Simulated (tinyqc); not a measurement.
Sub-threshold conduction and electro-thermal threshold of an amorphous chalcogenide: one step of the calculation.

Trap-limited conduction: I = I0 exp(-Ea/kB T) sinh(q V dz/(2 ua kB T)), I0 = 2 q A Nt dz/ta. One lumped temperature T = T0 + Rt I V. The threshold is the largest V for which a steady state exists on the low-current branch.

Task. Self-heating. I at the present T, then T(new) = T0 + Rt I V.

Parameters, values chosen for the exercise; values of the order of Ge-Sb-Te and related chalcogenides:
- T0 = 330 K (ambient temperature)
- A = 1700 nm^2 (cross-section)
- ua = 25 nm (amorphous thickness)
- dz = 8.6 nm (distance between traps)
- Ea = 0.3 eV (activation energy)
- Nt = 2e19 cm^-3 (trap density)
- ta = 1e-15 s (attempt time)
- Rt = 3.7 K/uW (thermal resistance)
- V = 0.274 V (voltage across the amorphous layer)

Constants: q = 1.602176634e-19 C, kB = 1.380649e-23 J/K. Results are converted to the units shown.

T after iteration 1 = 336.29048 K

Wanted: I; T after iteration 2.

Result.

I = 7.310 uA
T after iteration 2 = 337.4 K

Range of the model: Purely electronic switching mechanisms, filaments and series resistance are left out.

Numbers from tinyqc (`OMP_NUM_THREADS=1 python tinyqc.py 2490037 2490038 out.jsonl`; about 0.01 s on one thread of a shared Intel Xeon 2.30GHz).
